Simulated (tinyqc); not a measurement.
Deep trap from a strong local potential in a two-band host (Koster-Slater model with semi-elliptic bands): one step, computed by the program tinyqc.

The valence band spans -2 W_v to 0 and the conduction band E_g to E_g + 2 W_c. The orbital at the impurity site has weight f_v in the valence band and 1 - f_v in the conduction band, each spread as a semi-ellipse (2/(pi W^2)) sqrt(W^2 - x^2) about the band centre. The impurity adds U to this orbital. Spin is left out.

Question. Levels of the small matrix. Diagonalise H (2n rows). The trap level, between the highest valence and the lowest conduction e_k, is number n + 1 from below for an attractive impurity and number n for a repulsive one.

Impurity: attractive, donor-like.

H (eV), lower triangle (symmetric):
```
          1          2         3        4
1  -7.38200
2  -5.08200  -11.98200
3  -5.97206   -5.97206   5.21200
4  -5.97206   -5.97206  -7.01800  0.21200
```

Give: levels; trap level of the matrix.

Answer.

levels (eV): -22.834  -4.605  3.074  10.425

trap level of the matrix = 3.0741 eV
